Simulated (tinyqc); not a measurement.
Gate length: charge control and current of a heterostructure field-effect transistor. Computed by tinyqc, a small Python program. Command: `OMP_NUM_THREADS=1 python tinyqc.py 3022106 3022107 out.jsonl hemt walk`. One thread of a shared host (Intel(R) Xeon(R) Processor @ 2.30GHz), about 0.01 s of CPU time with the checks.

Two subbands in a triangular well; E_F is counted from the conduction band edge of the channel at the interface.

Inputs (values chosen for the exercise, modelled on AlGaN/GaN):
```
quantity                                  value        unit
channel mass m                             0.19         m_0
permittivity eps (barrier and channel)     9.42           -
barrier thickness d                          12          nm
Schottky barrier phi_B                      1.2          eV
conduction band offset dE_c                0.46          eV
polarisation charge sigma/e             1.8e+13      1/cm^2
gate voltage V_G                           0.19           V
mobility mu                                1800  cm^2/(V s)
saturation velocity v_s                     1.3    1e7 cm/s
gate length L                              2000          nm
source resistance R_S                         0      ohm mm
temperature T                               300           K
mixing                                      0.3           -
iteration cap                               200           -
```

Charge source: polarisation. Velocity law: two-piece.

Constants: e = 1.602176634e-19 C; eps_0 = 8.8541878128e-12 F/m; k_B = 8.617333262e-05 eV/K; hbar = 1.054571817e-34 J s; m_0 = 9.1093837015e-31 kg; k_B = 1.380649e-23 J/K.

Method:
- Threshold V_T = phi_B - dE_c - sigma d/(eps eps_0) (in volts); C_b = eps eps_0/d.
- Charge control: n_s = C_b (V_G - V_T - E_F/e)/e. Well: mean field F = e n_s/(2 eps eps_0), E_i = (hbar^2/2m)^(1/3) [(3 pi e F/2)(i + 3/4)]^(2/3), i = 0, 1; n_s = D k_B T sum_i ln(1 + exp((E_F - E_i)/k_B T)), D = m/(pi hbar^2), which is solved in closed form for E_F.
- Iteration from n_s = C_b (V_G - V_T)/(2e): E_F from n_s, n_out from the charge control, n_new = n_s + mixing (n_out - n_s), kept above n_s/10; stop when |n_out/n_s - 1| < 1e-9.
- C_g = e dn_s/dV_G = 1/(1/C_b + 1/C_q), 1/C_q = d(E_F/e)/d(e n_s) by a central difference of +/- 0.1 % in n_s; added distance dd = eps eps_0/C_q.
- With V = e n_s/C_g and V_c = v_s L/mu: for v = mu F up to v_s, I/W = C_g v_s V_c (sqrt(1 + (V/V_c)^2) - 1) and V_Dsat = V + V_c - sqrt(V^2 + V_c^2); g_m = dI/dV; extrinsic g_m/(1 + g_m R_S); f_T = g_m/(2 pi C_g L).

sheet density n_s = 1.33847e+13 1/cm^2

gate capacitance C_g = 0.615344 microfarad/cm^2

V = 3.48499 V

Scaling; the last columns are v_s/(2 pi L) and mu V/(2 pi L^2):
```
L (nm)  I/W (mA/mm)  g_m (mS/mm)  extrinsic g_m (mS/mm)  f_T (GHz)  velocity limit (GHz)  mobility limit (GHz)
30           2770.5       799.93                 799.93     689.66                689.67            1.1093e+05
60           2753.4       799.89                 799.89     344.81                344.84            2.7733e+04
120          2719.3       799.70                 799.70     172.36                172.42            6.9332e+03
250          2647.1       798.88                 798.88      82.65                 82.76            1.5974e+03
500          2513.9       795.69                 795.69      41.16                 41.38            3.9935e+02
1000         2269.3       783.30                 783.30      20.26                 20.69            9.9838e+01
2000         1862.3       738.99                 738.99       9.56                 10.35            2.4959e+01
5000         1125.8       555.51                 555.51       2.87                  4.14            3.9935e+00
```

What does the comparison show, and why?

f_T scales as L^-1.00 at the short end and L^-1.31 at the long end; the two limits cross at L = mu V/v_s = 4830 nm. g_m tends to C_g v_s = 800 mS/mm. Fringe capacitances and short-channel effects, left out, lower f_T once L is below about ten barrier thicknesses. Caution: E_F lies above the conduction band minimum of the barrier, so electrons would spill into the barrier.

Extremes, crossings and ranges named in words are read from the listed rows.
